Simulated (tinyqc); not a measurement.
Worked calculation: RHF in the sto-3g basis, for H3+, spin multiplicity 1. Computed by tinyqc, a small Python program that keeps every step (integrals from PySCF). Settings: charge = 1, multiplicity = 1, basis = sto-3g, energy threshold = 1e-08, iteration cap = 79, orthogonalisation = symmetric, start = random, DIIS depth = 6, damping = 0.7, method = RHF. Command: `OMP_NUM_THREADS=1 python tinyqc.py 27445 27446 out.jsonl` (the two numbers bound the seeds that draw the settings). One thread of a shared host (Intel(R) Xeon(R) Processor @ 2.60GHz), about 0.05 s of CPU time with the checks. Later iterations appear only in the table of the cycle.

## One-electron integrals

Geometry (angstrom):
```
atom         x         y         z
H     0.000000  0.000000  0.000000
H     0.000000  0.000000  0.986000
H     0.000000  0.939000  0.493000
```

Basis sto-3g: exponents (1/bohr^2) and contraction coefficients of normalised primitives:
```
element  l (shell)  exponent  coefficient
H            s (1)  3.425251     0.154329
H            s (1)  0.623914     0.535328
H            s (1)  0.168855     0.444635
```

Overlap, kinetic and nuclear-attraction integrals over the contracted functions; the nuclear repulsion is the sum of Za Zb / Rab.

nuclear repulsion = 1.53461902 hartree

overlap S, lower triangle:
```
          1H 1s     2H 1s     3H 1s
1H 1s  1.000000
2H 1s  0.504770  1.000000
3H 1s  0.461536  0.461536  1.000000
```

kinetic energy T (hartree), lower triangle:
```
          1H 1s     2H 1s     3H 1s
1H 1s  0.760032
2H 1s  0.116587  0.760032
3H 1s  0.090365  0.090365  0.760032
```

nuclear attraction V (hartree), lower triangle:
```
           1H 1s      2H 1s      3H 1s
1H 1s  -2.232758
2H 1s  -1.075507  -2.232758
3H 1s  -0.969287  -0.969287  -2.200373
```

core Hamiltonian H = T + V (hartree), lower triangle:
```
           1H 1s      2H 1s      3H 1s
1H 1s  -1.472726
2H 1s  -0.958920  -1.472726
3H 1s  -0.878923  -0.878923  -1.440341
```

## Two-electron integrals

Functions are numbered as in S; the eight-fold symmetry (ij|kl) = (ji|kl) = (kl|ij) leaves the list below.

Two-electron integrals (ij|kl) in chemists' order, unique and non-zero (hartree):
```
(11|11) 0.774606   (21|11) 0.315827   (21|21) 0.163757   (22|11) 0.482626
(22|21) 0.315827   (22|22) 0.774606   (31|11) 0.282226   (31|21) 0.132394
(31|22) 0.228596   (31|31) 0.134355   (32|11) 0.228596   (32|21) 0.132394
(32|22) 0.282226   (32|31) 0.121741   (32|32) 0.134355   (33|11) 0.458767
(33|21) 0.241860   (33|22) 0.458767   (33|31) 0.282226   (33|32) 0.282226
(33|33) 0.774606
```

## Orthogonalisation

S = U s U^T; symmetric (Loewdin) form X = U s^(-1/2) U^T, so that X^T S X = 1.

eigenvalues of S: 0.495230  0.552579  1.952191

X, lower triangle:
```
           1H 1s      2H 1s     3H 1s
1H 1s   1.168984
2H 1s  -0.252024   1.168984
3H 1s  -0.207596  -0.207596  1.144002
```

## Starting guess

The start is random orthonormal orbitals; D = 2 C_occ C_occ^T.

D at the start, lower triangle:
```
          1H 1s     2H 1s     3H 1s
1H 1s  0.183313
2H 1s  0.233772  0.298120
3H 1s  0.329196  0.419812  0.591177
```

## Iteration 1: building the Fock matrix

J_ij = sum D_kl (ij|kl), K_ij = sum D_kl (ik|jl); F = H + J - 0.5 K; E = tr D H + tr D J / 2 - 0.25 tr D K + E_nn.

Coulomb J (hartree), lower triangle:
```
          1H 1s     2H 1s     3H 1s
1H 1s  1.082501
2H 1s  0.569923  1.125742
3H 1s  0.539306  0.547749  1.214654
```

exchange K (hartree), lower triangle:
```
          1H 1s     2H 1s     3H 1s
1H 1s  0.714882
2H 1s  0.645510  0.812166
3H 1s  0.690338  0.728337  1.002311
```

Fock matrix F (hartree), lower triangle:
```
           1H 1s      2H 1s      3H 1s
1H 1s  -0.747666
2H 1s  -0.711752  -0.753067
3H 1s  -0.684786  -0.695343  -0.726842
```

total energy of this density = -1.20748406 hartree

This density is the starting one.

## Iteration 1: diagonalisation and new density

Diagonalise F' = X^T F X, C = X C', fill 1 alpha and 1 beta electrons from the bottom; D = 2 C_occ C_occ^T; the new density keeps 0.7 of the old one (damping). Each column has its largest component positive (the first on a tie).

F' = X^T F X (hartree), lower triangle:
```
           1          2          3
1  -0.421875
2  -0.344307  -0.422684
3  -0.324632  -0.340200  -0.421738
```

orbital energies (hartree): MO1 -1.094936, MO2 -0.097402, MO3 -0.073959

coefficients C:
```
            MO1        MO2        MO3
1H 1s  0.406132  -0.908118  -0.695353
2H 1s  0.419243  -0.081065   1.136134
3H 1s  0.414368   1.006873  -0.457645
```

D after iteration 1, lower triangle:
```
          1H 1s     2H 1s     3H 1s
1H 1s  0.227285
2H 1s  0.265801  0.314143
3H 1s  0.331410  0.398101  0.516844
```

## Iteration 2: building the Fock matrix

As before.

Coulomb J (hartree), lower triangle:
```
          1H 1s     2H 1s     3H 1s
1H 1s  1.101748
2H 1s  0.576220  1.134263
3H 1s  0.538189  0.544530  1.189088
```

exchange K (hartree), lower triangle:
```
          1H 1s     2H 1s     3H 1s
1H 1s  0.757312
2H 1s  0.669074  0.830354
3H 1s  0.688871  0.717193  0.949587
```

Fock matrix F (hartree), lower triangle:
```
           1H 1s      2H 1s      3H 1s
1H 1s  -0.749634
2H 1s  -0.717237  -0.753640
3H 1s  -0.685169  -0.692989  -0.726047
```

total energy of this density = -1.21713654 hartree

This density is a damped mixture and is not idempotent.

## Iteration 2: DIIS over 2 matrices

error matrix X^T (FDS - SDF) X:
```
          1          2          3
1  0.000000  -0.043459  -0.143256
2  0.043459   0.000000  -0.102002
3  0.143256   0.102002   0.000000
```

B (overlaps of the stored error matrices):
```
               1              2
1  1.2244205e-01  8.9636473e-02
2  8.9636473e-02  6.5630656e-02
```

Minimise |sum c_i e_i|^2 with sum c_i = 1: solve [B -1; -1 0][c; lambda] = [0; -1] with B_ij = tr e_i^T e_j, and take F = sum c_i F_i.

DIIS coefficients: -2.728009  3.728009

extrapolated F (hartree), lower triangle:
```
           1H 1s      2H 1s      3H 1s
1H 1s  -0.755000
2H 1s  -0.732198  -0.755204
3H 1s  -0.686214  -0.686568  -0.723877
```

## Iteration 2: diagonalisation and new density

As before.

F' = X^T F X (hartree), lower triangle:
```
           1          2          3
1  -0.418246
2  -0.372026  -0.418303
3  -0.323900  -0.324414  -0.423517
```

orbital energies (hartree): MO1 -1.100658, MO2 -0.113160, MO3 -0.046247

coefficients C:
```
            MO1        MO2        MO3
1H 1s  0.420319  -0.539682  -1.002603
2H 1s  0.420752  -0.531110   1.006989
3H 1s  0.398231   1.111900  -0.004829
```

D after iteration 2, lower triangle:
```
          1H 1s     2H 1s     3H 1s
1H 1s  0.265100
2H 1s  0.292171  0.326120
3H 1s  0.332418  0.379205  0.456944
```

## Iteration 3: building the Fock matrix

As before.

Coulomb J (hartree), lower triangle:
```
          1H 1s     2H 1s     3H 1s
1H 1s  1.117926
2H 1s  0.581358  1.140761
3H 1s  0.537346  0.541799  1.168189
```

exchange K (hartree), lower triangle:
```
          1H 1s     2H 1s     3H 1s
1H 1s  0.792739
2H 1s  0.688094  0.844033
3H 1s  0.687470  0.707351  0.906201
```

Fock matrix F (hartree), lower triangle:
```
           1H 1s      2H 1s      3H 1s
1H 1s  -0.751169
2H 1s  -0.721609  -0.753981
3H 1s  -0.685312  -0.690799  -0.725252
```

total energy of this density = -1.22424866 hartree

This density is a damped mixture and is not idempotent.

## Iteration 3: DIIS over 3 matrices

error matrix X^T (FDS - SDF) X:
```
          1          2          3
1  0.000000  -0.030900  -0.100382
2  0.030900   0.000000  -0.070788
3  0.100382   0.070788   0.000000
```

B (overlaps of the stored error matrices), lower triangle:
```
               1              2              3
1  1.2244205e-01
2  8.9636473e-02  6.5630656e-02
3  6.2666686e-02  4.5887206e-02  3.2084299e-02
```

As before.

DIIS coefficients: 1.178533  -4.935663  4.757129

extrapolated F (hartree), lower triangle:
```
           1H 1s      2H 1s      3H 1s
1H 1s  -0.754620
2H 1s  -0.731574  -0.754587
3H 1s  -0.685395  -0.685347  -0.723203
```

## Iteration 3: diagonalisation and new density

As before.

F' = X^T F X (hartree), lower triangle:
```
           1          2          3
1  -0.418297
2  -0.371785  -0.418282
3  -0.323407  -0.323338  -0.423507
```

orbital energies (hartree): MO1 -1.099470, MO2 -0.114112, MO3 -0.046504

coefficients C:
```
            MO1        MO2        MO3
1H 1s  0.420737  -0.534731   1.005077
2H 1s  0.420673  -0.535803  -1.004533
3H 1s  0.397879   1.112036  -0.000606
```

D after iteration 3, lower triangle:
```
          1H 1s     2H 1s     3H 1s
1H 1s  0.291782
2H 1s  0.310715  0.334463
3H 1s  0.333134  0.365869  0.414845
```

## Iteration 42 (converged): orbitals

converged F (hartree), lower triangle:
```
           1H 1s      2H 1s      3H 1s
1H 1s  -0.754767
2H 1s  -0.731847  -0.754767
3H 1s  -0.685643  -0.685643  -0.723380
```

Diagonalise F' = X^T F X, C = X C', fill 1 alpha and 1 beta electrons from the bottom; D = 2 C_occ C_occ^T. Each column has its largest component positive (the first on a tie).

F' = X^T F X (hartree), lower triangle:
```
           1          2          3
1  -0.418266
2  -0.371984  -0.418266
3  -0.323556  -0.323556  -0.423518
```

orbital energies (hartree): MO1 -1.099835, MO2 -0.113934, MO3 -0.046283

coefficients C:
```
            MO1        MO2        MO3
1H 1s  0.420694  -0.535276  -1.004805
2H 1s  0.420694  -0.535276   1.004805
3H 1s  0.397902   1.112028   0.000000
```

D after iteration 42, lower triangle:
```
          1H 1s     2H 1s     3H 1s
1H 1s  0.353967
2H 1s  0.353967  0.353967
3H 1s  0.334790  0.334790  0.316652
```

## Convergence

Stop when the energy changes by less than 1e-08 hartree and every element of the error matrix X^T (F D S - S D F) X is below 3e-05.

Course of the cycle:
```
iteration  E (hartree)     change  largest element of the error matrix
1          -1.20748406          -                             1.95e-01
2          -1.21713654  -9.65e-03                             1.43e-01
3          -1.22424866  -7.11e-03                             1.00e-01
4          -1.22947641  -5.23e-03                             7.02e-02
5          -1.23326089  -3.78e-03                             4.92e-02
6          -1.23597106  -2.71e-03                             3.44e-02
7          -1.23789812  -1.93e-03                             2.41e-02
8          -1.23926172  -1.36e-03                             1.69e-02
9          -1.24022343  -9.62e-04                             1.18e-02
10         -1.24090015  -6.77e-04                             8.26e-03
11         -1.24137558  -4.75e-04                             5.78e-03
12         -1.24170923  -3.34e-04                             4.05e-03
13         -1.24194320  -2.34e-04                             2.83e-03
14         -1.24210718  -1.64e-04                             1.98e-03
...                ...        ...                                  ...
29         -1.24248863  -7.81e-07                             9.41e-06
30         -1.24248917  -5.47e-07                             6.59e-06
31         -1.24248956  -3.83e-07                             4.61e-06
32         -1.24248982  -2.68e-07                             3.23e-06
33         -1.24249001  -1.87e-07                             2.26e-06
34         -1.24249014  -1.31e-07                             1.58e-06
35         -1.24249023  -9.19e-08                             1.11e-06
36         -1.24249030  -6.43e-08                             7.75e-07
37         -1.24249034  -4.50e-08                             5.43e-07
38         -1.24249038  -3.15e-08                             3.80e-07
39         -1.24249040  -2.21e-08                             2.66e-07
40         -1.24249041  -1.54e-08                             1.86e-07
41         -1.24249042  -1.08e-08                             1.30e-07
42         -1.24249043  -7.56e-09                             9.12e-08
```

PySCF RHF in the same basis = -1.24249045 hartree

Converged in 42 iterations.

## Populations, bond orders and dipole

Mulliken: Z minus the diagonal of D S on the atom; Loewdin: the same with S^(1/2) D S^(1/2); Mayer order: 2 sum_s sum (D(s) S)_ij (D(s) S)_ji over the two atoms.

Charges (e):
```
atom  Mulliken   Loewdin
1H    0.312844  0.314012
2H    0.312844  0.314012
3H    0.374313  0.371976
```

Mayer bond orders:
```
pair     order
2-1   0.472184
3-1   0.429945
3-2   0.429945
```

dipole moment about the origin, x y z (debye): 0.000000  1.688228  2.367980
